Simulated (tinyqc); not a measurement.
Worked calculation: UKS/PBE in the sto-3g basis, for H4, spin multiplicity 3. This run ends on a higher stationary point, not on the lowest solution. Computed by tinyqc, a small Python program that keeps every step (integrals from PySCF). Settings: charge = 0, multiplicity = 3, basis = sto-3g, energy threshold = 1e-09, iteration cap = 73, orthogonalisation = symmetric, start = highest core orbitals, DIIS depth = 4, DIIS from iteration = 2, method = UKS, functional = pbe,pbe, grid = [15, 50]. Command: `OMP_NUM_THREADS=1 python tinyqc.py 31625 31626 out.jsonl` (the two numbers bound the seeds that draw the settings). One thread of a shared host (Intel(R) Xeon(R) Processor @ 2.60GHz), about 2 s of CPU time with the checks. Later iterations appear only in the table of the cycle.

## One-electron integrals

Geometry (angstrom):
```
atom        x        y        z
H     0.00000  0.00000  0.00000
H     0.00000  0.00000  0.94600
H     0.00000  0.00000  2.96200
H     0.00000  0.00000  3.90800
```

Basis sto-3g: exponents (1/bohr^2) and contraction coefficients of normalised primitives:
```
element  l (shell)  exponent  coefficient
H            s (1)   3.42525      0.15433
H            s (1)   0.62391      0.53533
H            s (1)   0.16886      0.44463
```

Overlap, kinetic and nuclear-attraction integrals over the contracted functions; the nuclear repulsion is the sum of Za Zb / Rab.

nuclear repulsion = 1.8739760 hartree

overlap S, order 1H 1s, 2H 1s, 3H 1s, 4H 1s:
$$\begin{pmatrix}
1.00000 & 0.52884 & 0.01978 & 0.00224 \\
0.52884 & 1.00000 & 0.11612 & 0.01978 \\
0.01978 & 0.11612 & 1.00000 & 0.52884 \\
0.00224 & 0.01978 & 0.52884 & 1.00000
\end{pmatrix}$$

kinetic energy T (hartree), order 1H 1s, 2H 1s, 3H 1s, 4H 1s:
$$\begin{pmatrix}
0.76003 & 0.13258 & -0.00696 & -0.00143 \\
0.13258 & 0.76003 & -0.01029 & -0.00696 \\
-0.00696 & -0.01029 & 0.76003 & 0.13258 \\
-0.00143 & -0.00696 & 0.13258 & 0.76003
\end{pmatrix}$$

nuclear attraction V (hartree), order 1H 1s, 2H 1s, 3H 1s, 4H 1s:
$$\begin{pmatrix}
-2.07881 & -1.06282 & -0.03203 & -0.00343 \\
-1.06282 & -2.20580 & -0.19257 & -0.03203 \\
-0.03203 & -0.19257 & -2.20580 & -1.06282 \\
-0.00343 & -0.03203 & -1.06282 & -2.07881
\end{pmatrix}$$

core Hamiltonian H = T + V (hartree), order 1H 1s, 2H 1s, 3H 1s, 4H 1s:
$$\begin{pmatrix}
-1.31878 & -0.93024 & -0.03899 & -0.00486 \\
-0.93024 & -1.44577 & -0.20286 & -0.03899 \\
-0.03899 & -0.20286 & -1.44577 & -0.93024 \\
-0.00486 & -0.03899 & -0.93024 & -1.31878
\end{pmatrix}$$

## Two-electron integrals

Functions are numbered as in S; the eight-fold symmetry (ij|kl) = (ji|kl) = (kl|ij) leaves the list below.

Two-electron integrals (ij|kl) in chemists' order, unique and non-zero (hartree):
```
(11|11) 0.77461    (21|11) 0.33497    (21|21) 0.18157    (22|11) 0.49598
(22|21) 0.33497    (22|22) 0.77461    (31|11) 0.00716    (31|21) 0.00456
(31|22) 0.01023    (31|31) 0.00018    (32|11) 0.03257    (32|21) 0.02216
(32|22) 0.05417    (32|31) 0.00108    (32|32) 0.00693    (33|11) 0.17864
(33|21) 0.11315    (33|22) 0.26165    (33|31) 0.00716    (33|32) 0.05417
(33|33) 0.77461    (41|11) 0.00062    (41|21) 0.00041    (41|22) 0.00097
(41|31) 1.95e-05   (41|32) 0.00012    (41|33) 0.00097    (41|41) 2.25e-06
(42|11) 0.00448    (42|21) 0.00297    (42|22) 0.00716    (42|31) 0.00016
(42|32) 0.00108    (42|33) 0.01023    (42|41) 1.95e-05   (42|42) 0.00018
(43|11) 0.08177    (43|21) 0.05047    (43|22) 0.11315    (43|31) 0.00297
(43|32) 0.02216    (43|33) 0.33497    (43|41) 0.00041    (43|42) 0.00456
(43|43) 0.18157    (44|11) 0.13541    (44|21) 0.08177    (44|22) 0.17864
(44|31) 0.00448    (44|32) 0.03257    (44|33) 0.49598    (44|41) 0.00062
(44|42) 0.00716    (44|43) 0.33497    (44|44) 0.77461
```

## Orthogonalisation

S = U s U^T; symmetric (Loewdin) form X = U s^(-1/2) U^T, so that X^T S X = 1.

eigenvalues of S: [0.42859, 0.50761, 1.45305, 1.61075]

X, order 1H 1s, 2H 1s, 3H 1s, 4H 1s:
$$\begin{pmatrix}
1.13364 & -0.32649 & 0.02031 & -0.00611 \\
-0.32649 & 1.14065 & -0.07668 & 0.02031 \\
0.02031 & -0.07668 & 1.14065 & -0.32649 \\
-0.00611 & 0.02031 & -0.32649 & 1.13364
\end{pmatrix}$$

## Starting guess

The start is the highest orbitals of the core Hamiltonian (a deliberately bad start); D(s) = C_occ C_occ^T for each spin.

D(alpha) at the start, order 1H 1s, 2H 1s, 3H 1s, 4H 1s:
$$\begin{pmatrix}
1.31448 & -0.88164 & -0.06422 & -0.10481 \\
-0.88164 & 1.17087 & -0.43128 & -0.06422 \\
-0.06422 & -0.43128 & 1.17087 & -0.88164 \\
-0.10481 & -0.06422 & -0.88164 & 1.31448
\end{pmatrix}$$

D(beta) at the start, order 1H 1s, 2H 1s, 3H 1s, 4H 1s:
$$\begin{pmatrix}
0.59640 & -0.57552 & 0.57552 & -0.59640 \\
-0.57552 & 0.55536 & -0.55536 & 0.57552 \\
0.57552 & -0.55536 & 0.55536 & -0.57552 \\
-0.59640 & 0.57552 & -0.57552 & 0.59640
\end{pmatrix}$$

## Iteration 1: exchange-correlation on the grid

Becke grid with 15 radial and 50 angular points per atom, points of zero weight dropped. rho = sum D_ij phi_i phi_j; V_xc,ij = sum w v_xc phi_i phi_j plus the gradient terms; v_xc is d(rho eps)/d rho(s) for spin s at fixed gradient.

The 8 grid points with the largest w rho, of 2983 (bohr, atomic units):
```
x                y         z        w  rho(alpha)  rho(beta)    eps_xc  v_xc(alpha)
0.82663    0.00000  -0.82663  0.16296     0.03645    0.01490  -0.34957     -0.42025
0.00000    0.82663  -0.82663  0.16296     0.03645    0.01490  -0.34957     -0.42025
0.00000   -0.82663  -0.82663  0.16296     0.03645    0.01490  -0.34957     -0.42025
-0.82663   0.00000  -0.82663  0.16296     0.03645    0.01490  -0.34957     -0.42025
0.00000    0.82663   8.21168  0.16296     0.03645    0.01490  -0.34957     -0.42025
-0.82663   0.00000   8.21168  0.16296     0.03645    0.01490  -0.34957     -0.42025
0.82663    0.00000   8.21168  0.16296     0.03645    0.01490  -0.34957     -0.42025
0.00000   -0.82663   8.21168  0.16296     0.03645    0.01490  -0.34957     -0.42025
```

electrons on the grid, sum of w rho = 4.00087

E_xc = sum of w rho eps_xc = -1.6061992 hartree

V_xc(alpha) (hartree), order 1H 1s, 2H 1s, 3H 1s, 4H 1s:
$$\begin{pmatrix}
-0.49898 & -0.22675 & -0.00596 & -0.00061 \\
-0.22675 & -0.47646 & -0.03693 & -0.00596 \\
-0.00596 & -0.03693 & -0.47646 & -0.22675 \\
-0.00061 & -0.00596 & -0.22675 & -0.49898
\end{pmatrix}$$

V_xc(beta) (hartree), order 1H 1s, 2H 1s, 3H 1s, 4H 1s:
$$\begin{pmatrix}
-0.39282 & -0.17440 & -0.00462 & -0.00047 \\
-0.17440 & -0.37277 & -0.02902 & -0.00462 \\
-0.00462 & -0.02902 & -0.37277 & -0.17440 \\
-0.00047 & -0.00462 & -0.17440 & -0.39282
\end{pmatrix}$$

## Iteration 1: building the Kohn-Sham matrix

J_ij = sum D_kl (ij|kl) with D = D(alpha) + D(beta); F = H + J + V_xc; E = tr D H + tr D J / 2 + E_xc + E_nn.

Coulomb J (hartree), order 1H 1s, 2H 1s, 3H 1s, 4H 1s:
$$\begin{pmatrix}
1.63572 & 0.85709 & 0.02851 & 0.00312 \\
0.85709 & 1.68151 & 0.17070 & 0.02851 \\
0.02851 & 0.17070 & 1.68151 & 0.85709 \\
0.00312 & 0.02851 & 0.85709 & 1.63572
\end{pmatrix}$$

F(alpha) (hartree), order 1H 1s, 2H 1s, 3H 1s, 4H 1s:
$$\begin{pmatrix}
-0.18203 & -0.29990 & -0.01644 & -0.00235 \\
-0.29990 & -0.24072 & -0.06910 & -0.01644 \\
-0.01644 & -0.06910 & -0.24072 & -0.29990 \\
-0.00235 & -0.01644 & -0.29990 & -0.18203
\end{pmatrix}$$

F(beta) (hartree), order 1H 1s, 2H 1s, 3H 1s, 4H 1s:
$$\begin{pmatrix}
-0.07587 & -0.24755 & -0.01509 & -0.00221 \\
-0.24755 & -0.13703 & -0.06118 & -0.01509 \\
-0.01509 & -0.06118 & -0.13703 & -0.24755 \\
-0.00221 & -0.01509 & -0.24755 & -0.07587
\end{pmatrix}$$

total energy of this density = -0.6252525 hartree

## Iteration 1: diagonalisation and new density

Diagonalise F' = X^T F X, C = X C', fill 3 alpha and 1 beta electrons from the bottom; D(s) = C_occ C_occ^T. Each column has its largest component positive (the first on a tie).

F' = X^T F X (alpha) (hartree):
$$\begin{pmatrix}
-0.03750 & -0.26424 & 0.01966 & -0.00753 \\
-0.26424 & -0.09925 & -0.06265 & 0.01966 \\
0.01966 & -0.06265 & -0.09925 & -0.26424 \\
-0.00753 & 0.01966 & -0.26424 & -0.03750
\end{pmatrix}$$

orbital energies (alpha) (hartree): MO1 -0.35493, MO2 -0.31721, MO3 0.14800, MO4 0.25064

coefficients C (alpha), order 1H 1s, 2H 1s, 3H 1s, 4H 1s:
$$\begin{pmatrix}
0.32399 & 0.39213 & 0.75998 & -0.74557 \\
0.45644 & 0.43982 & -0.63605 & 0.77951 \\
0.45644 & -0.43982 & -0.63605 & -0.77951 \\
0.32399 & -0.39213 & 0.75998 & 0.74557
\end{pmatrix}$$

F' = X^T F X (beta) (hartree):
$$\begin{pmatrix}
0.07123 & -0.26877 & 0.02058 & -0.00773 \\
-0.26877 & 0.00722 & -0.06780 & 0.02058 \\
0.02058 & -0.06780 & 0.00722 & -0.26877 \\
-0.00773 & 0.02058 & -0.26877 & 0.07123
\end{pmatrix}$$

orbital energies (beta) (hartree): MO1 -0.25436, MO2 -0.21237, MO3 0.25728, MO4 0.36634

coefficients C (beta), order 1H 1s, 2H 1s, 3H 1s, 4H 1s:
$$\begin{pmatrix}
0.32002 & 0.39394 & 0.76166 & -0.74462 \\
0.45975 & 0.43793 & -0.63365 & 0.78057 \\
0.45975 & -0.43793 & -0.63365 & -0.78057 \\
0.32002 & -0.39394 & 0.76166 & 0.74462
\end{pmatrix}$$

D(alpha) after iteration 1, order 1H 1s, 2H 1s, 3H 1s, 4H 1s:
$$\begin{pmatrix}
0.83630 & -0.16303 & -0.50796 & 0.52877 \\
-0.16303 & 0.80634 & 0.41945 & -0.50796 \\
-0.50796 & 0.41945 & 0.80634 & -0.16303 \\
0.52877 & -0.50796 & -0.16303 & 0.83630
\end{pmatrix}$$

D(beta) after iteration 1, order 1H 1s, 2H 1s, 3H 1s, 4H 1s:
$$\begin{pmatrix}
0.10241 & 0.14713 & 0.14713 & 0.10241 \\
0.14713 & 0.21137 & 0.21137 & 0.14713 \\
0.14713 & 0.21137 & 0.21137 & 0.14713 \\
0.10241 & 0.14713 & 0.14713 & 0.10241
\end{pmatrix}$$

## Iteration 2: exchange-correlation on the grid

As before.

The 8 grid points with the largest w rho, of 2983 (bohr, atomic units):
```
x                y        z        w  rho(alpha)  rho(beta)    eps_xc  v_xc(alpha)
0.82663    0.00000  4.77073  0.16222     0.02819    0.01017  -0.32036     -0.38702
-0.82663   0.00000  4.77073  0.16222     0.02819    0.01017  -0.32036     -0.38702
0.00000    0.82663  4.77073  0.16222     0.02819    0.01017  -0.32036     -0.38702
0.00000   -0.82663  4.77073  0.16222     0.02819    0.01017  -0.32036     -0.38702
-0.82663   0.00000  2.61432  0.16222     0.02819    0.01017  -0.32036     -0.38702
0.00000    0.82663  2.61432  0.16222     0.02819    0.01017  -0.32036     -0.38702
0.82663    0.00000  2.61432  0.16222     0.02819    0.01017  -0.32036     -0.38702
0.00000   -0.82663  2.61432  0.16222     0.02819    0.01017  -0.32036     -0.38702
```

electrons on the grid, sum of w rho = 4.00071

E_xc = sum of w rho eps_xc = -1.4367912 hartree

V_xc(alpha) (hartree), order 1H 1s, 2H 1s, 3H 1s, 4H 1s:
$$\begin{pmatrix}
-0.48751 & -0.24055 & -0.00646 & -0.00066 \\
-0.24055 & -0.49120 & -0.03929 & -0.00646 \\
-0.00646 & -0.03929 & -0.49120 & -0.24055 \\
-0.00066 & -0.00646 & -0.24055 & -0.48751
\end{pmatrix}$$

V_xc(beta) (hartree), order 1H 1s, 2H 1s, 3H 1s, 4H 1s:
$$\begin{pmatrix}
-0.36004 & -0.19221 & -0.00529 & -0.00054 \\
-0.19221 & -0.39979 & -0.03211 & -0.00529 \\
-0.00529 & -0.03211 & -0.39979 & -0.19221 \\
-0.00054 & -0.00529 & -0.19221 & -0.36004
\end{pmatrix}$$

## Iteration 2: building the Kohn-Sham matrix

As before.

Coulomb J (hartree), order 1H 1s, 2H 1s, 3H 1s, 4H 1s:
$$\begin{pmatrix}
1.56104 & 0.86292 & 0.02953 & 0.00324 \\
0.86292 & 1.73066 & 0.17736 & 0.02953 \\
0.02953 & 0.17736 & 1.73066 & 0.86292 \\
0.00324 & 0.02953 & 0.86292 & 1.56104
\end{pmatrix}$$

F(alpha) (hartree), order 1H 1s, 2H 1s, 3H 1s, 4H 1s:
$$\begin{pmatrix}
-0.24525 & -0.30786 & -0.01592 & -0.00228 \\
-0.30786 & -0.20631 & -0.06479 & -0.01592 \\
-0.01592 & -0.06479 & -0.20631 & -0.30786 \\
-0.00228 & -0.01592 & -0.30786 & -0.24525
\end{pmatrix}$$

F(beta) (hartree), order 1H 1s, 2H 1s, 3H 1s, 4H 1s:
$$\begin{pmatrix}
-0.11778 & -0.25952 & -0.01475 & -0.00216 \\
-0.25952 & -0.11490 & -0.05761 & -0.01475 \\
-0.01475 & -0.05761 & -0.11490 & -0.25952 \\
-0.00216 & -0.01475 & -0.25952 & -0.11778
\end{pmatrix}$$

total energy of this density = -1.8362615 hartree

## Iteration 2: diagonalisation and new density

As before.

F' = X^T F X (alpha) (hartree):
$$\begin{pmatrix}
-0.10920 & -0.26470 & 0.01969 & -0.00735 \\
-0.26470 & -0.05579 & -0.06336 & 0.01969 \\
0.01969 & -0.06336 & -0.05579 & -0.26470 \\
-0.00735 & 0.01969 & -0.26470 & -0.10920
\end{pmatrix}$$

orbital energies (alpha) (hartree): MO1 -0.36286, MO2 -0.33675, MO3 0.12717, MO4 0.24247

coefficients C (alpha), order 1H 1s, 2H 1s, 3H 1s, 4H 1s:
$$\begin{pmatrix}
0.40877 & 0.46521 & 0.71794 & -0.70230 \\
0.38071 & 0.35910 & -0.68407 & 0.81983 \\
0.38071 & -0.35910 & -0.68407 & -0.81983 \\
0.40877 & -0.46521 & 0.71794 & 0.70230
\end{pmatrix}$$

F' = X^T F X (beta) (hartree):
$$\begin{pmatrix}
0.02857 & -0.27816 & 0.02101 & -0.00785 \\
-0.27816 & 0.04002 & -0.06785 & 0.02101 \\
0.02101 & -0.06785 & 0.04002 & -0.27816 \\
-0.00785 & 0.02101 & -0.27816 & 0.02857
\end{pmatrix}$$

orbital energies (beta) (hartree): MO1 -0.26185, MO2 -0.22915, MO3 0.25473, MO4 0.37344

coefficients C (beta), order 1H 1s, 2H 1s, 3H 1s, 4H 1s:
$$\begin{pmatrix}
0.37650 & 0.43992 & 0.73538 & -0.71841 \\
0.41070 & 0.38805 & -0.66649 & 0.80653 \\
0.41070 & -0.38805 & -0.66649 & -0.80653 \\
0.37650 & -0.43992 & 0.73538 & 0.71841
\end{pmatrix}$$

D(alpha) after iteration 2, order 1H 1s, 2H 1s, 3H 1s, 4H 1s:
$$\begin{pmatrix}
0.89896 & -0.16844 & -0.50255 & 0.46611 \\
-0.16844 & 0.74184 & 0.48394 & -0.50255 \\
-0.50255 & 0.48394 & 0.74184 & -0.16844 \\
0.46611 & -0.50255 & -0.16844 & 0.89896
\end{pmatrix}$$

D(beta) after iteration 2, order 1H 1s, 2H 1s, 3H 1s, 4H 1s:
$$\begin{pmatrix}
0.14175 & 0.15463 & 0.15463 & 0.14175 \\
0.15463 & 0.16868 & 0.16868 & 0.15463 \\
0.15463 & 0.16868 & 0.16868 & 0.15463 \\
0.14175 & 0.15463 & 0.15463 & 0.14175
\end{pmatrix}$$

## Iteration 6 (converged): orbitals

converged F(alpha) (hartree), order 1H 1s, 2H 1s, 3H 1s, 4H 1s:
$$\begin{pmatrix}
-0.23493 & -0.31001 & -0.01626 & -0.00232 \\
-0.31001 & -0.22550 & -0.06732 & -0.01626 \\
-0.01626 & -0.06732 & -0.22550 & -0.31001 \\
-0.00232 & -0.01626 & -0.31001 & -0.23493
\end{pmatrix}$$

converged F(beta) (hartree), order 1H 1s, 2H 1s, 3H 1s, 4H 1s:
$$\begin{pmatrix}
-0.11168 & -0.26249 & -0.01506 & -0.00220 \\
-0.26249 & -0.13311 & -0.05984 & -0.01506 \\
-0.01506 & -0.05984 & -0.13311 & -0.26249 \\
-0.00220 & -0.01506 & -0.26249 & -0.11168
\end{pmatrix}$$

As before.

F' = X^T F X (alpha) (hartree):
$$\begin{pmatrix}
-0.09639 & -0.26444 & 0.01974 & -0.00742 \\
-0.26444 & -0.07775 & -0.06340 & 0.01974 \\
0.01974 & -0.06340 & -0.07775 & -0.26444 \\
-0.00742 & 0.01974 & -0.26444 & -0.09639
\end{pmatrix}$$

orbital energies (alpha) (hartree): MO1 -0.36789, MO2 -0.33828, MO3 0.12293, MO4 0.23495

coefficients C (alpha), order 1H 1s, 2H 1s, 3H 1s, 4H 1s:
$$\begin{pmatrix}
0.38309 & -0.44411 & 0.73197 & 0.71582 \\
0.40470 & -0.38333 & -0.67015 & -0.80879 \\
0.40470 & 0.38333 & -0.67015 & 0.80879 \\
0.38309 & 0.44411 & 0.73197 & -0.71582
\end{pmatrix}$$

F' = X^T F X (beta) (hartree):
$$\begin{pmatrix}
0.03667 & -0.27784 & 0.02102 & -0.00790 \\
-0.27784 & 0.01945 & -0.06771 & 0.02102 \\
0.02102 & -0.06771 & 0.01945 & -0.27784 \\
-0.00790 & 0.02102 & -0.27784 & 0.03667
\end{pmatrix}$$

orbital energies (beta) (hartree): MO1 -0.26944, MO2 -0.23375, MO3 0.24994, MO4 0.36549

coefficients C (beta), order 1H 1s, 2H 1s, 3H 1s, 4H 1s:
$$\begin{pmatrix}
0.35623 & -0.42266 & 0.74541 & 0.72870 \\
0.42879 & -0.40718 & -0.65500 & -0.79704 \\
0.42879 & 0.40718 & -0.65500 & 0.79704 \\
0.35623 & 0.42266 & 0.74541 & -0.72870
\end{pmatrix}$$

D(alpha) after iteration 6, order 1H 1s, 2H 1s, 3H 1s, 4H 1s:
$$\begin{pmatrix}
0.87977 & -0.16525 & -0.50574 & 0.48530 \\
-0.16525 & 0.75983 & 0.46595 & -0.50574 \\
-0.50574 & 0.46595 & 0.75983 & -0.16525 \\
0.48530 & -0.50574 & -0.16525 & 0.87977
\end{pmatrix}$$

D(beta) after iteration 6, order 1H 1s, 2H 1s, 3H 1s, 4H 1s:
$$\begin{pmatrix}
0.12690 & 0.15275 & 0.15275 & 0.12690 \\
0.15275 & 0.18386 & 0.18386 & 0.15275 \\
0.15275 & 0.18386 & 0.18386 & 0.15275 \\
0.12690 & 0.15275 & 0.15275 & 0.12690
\end{pmatrix}$$

## Convergence

Stop when the energy changes by less than 1e-09 hartree and every element of the error matrix X^T (F D S - S D F) X (for each spin) is below 9e-06.

Course of the cycle:
```
iteration  E (hartree)     change  largest element of the error matrix
1           -0.6252525          -                             2.18e-02
2           -1.8362615  -1.21e+00                             2.90e-02
3           -1.8409461  -4.68e-03                             1.28e-02
4           -1.8422616  -1.32e-03                             1.57e-04
5           -1.8422621  -4.20e-07                             4.43e-06
6           -1.8422621  -2.24e-10                             1.70e-06
```

PySCF UKS in the same basis, fine grid, after a stability check = -1.8572835 hartree

Converged in 6 iterations. But the solution lies 0.01502 hartree above the reference: it is another stationary point, not the lowest one. Reruns (cap 100 unless said): DIIS 8: converged in 6 to a higher stationary point; damping 0.5: not converged; level shift 0.5: converged in 12 to a higher stationary point; atomic densities as start, DIIS 8: converged in 6 to a higher stationary point.

## Populations, bond orders and dipole

Mulliken: Z minus the diagonal of D S on the atom; Loewdin: the same with S^(1/2) D S^(1/2); Mayer order: 2 sum_s sum (D(s) S)_ij (D(s) S)_ji over the two atoms.

Charges (e):
```
atom  Mulliken   Loewdin  Mulliken spin
1H     0.00556   0.00453        0.57247
2H    -0.00556  -0.00453        0.42753
3H    -0.00556  -0.00453        0.42753
4H     0.00556   0.00453        0.57247
```

Mayer bond orders:
```
pair    order
2-1   0.24472
3-1   0.24472
3-2   0.32776
4-1   0.18281
4-2   0.24472
4-3   0.24472
```

dipole moment about the origin, x y z (debye): [0.00000, 0.00000, 0.00000]

<S^2> of the determinant (pure state: 2) = 2.00000
